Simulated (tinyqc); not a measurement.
## Yield against design margin

Cells fail independently with probability Q(k) = erfc(k/sqrt(2))/2 when the margin is k standard deviations, and Y = exp(-Nb Q(k)). phi = exp(-k^2/2)/sqrt(2 pi).  k = margin/s(dVT). With one spare that repairs any one cell, Y1 = exp(-x)(1 + x), x = Nb Q(k).

Parameters, values chosen for the exercise: number of cells Nb = 33554432.

s(dVT) = 27.1 mV

Results:
```
M (mV),k,Q(k),expected failures x,Y,Y1
128,4.723,1.161e-6,38.94,1.225e-17,4.891e-16
138,5.092,1.769e-7,5.936,0.002642,0.01832
144,5.314,5.372e-8,1.803,0.1649,0.4620
150,5.535,1.556e-8,0.5220,0.5933,0.9031
170,6.273,1.770e-10,0.005939,0.9941,1.000
179,6.605,1.985e-11,6.662e-4,0.9993,1.000
192,7.085,6.959e-13,2.335e-5,1.000,1.000
```

Estimate the missing row, M = 160 mV.

Computed row:
```
M (mV),k,Q(k),expected failures x,Y,Y1
160,5.904,1.773e-9,0.05950,0.9422,0.9983
```

With this row back in the table: Over a change of the margin from 128 to 192 mV, k goes from 4.72 to 7.08, the expected failures fall by 6.2 decades and the yield goes from 1.22e-17 to 1.000. The spare helps most at M = 150 mV among the rows, where it lifts the yield from 0.593 to 0.903.

Program tinyqc, `OMP_NUM_THREADS=1 python tinyqc.py 2090110 2090111 out.jsonl`; Intel Xeon 2.30GHz, shared host, one thread, about 0.01 s.
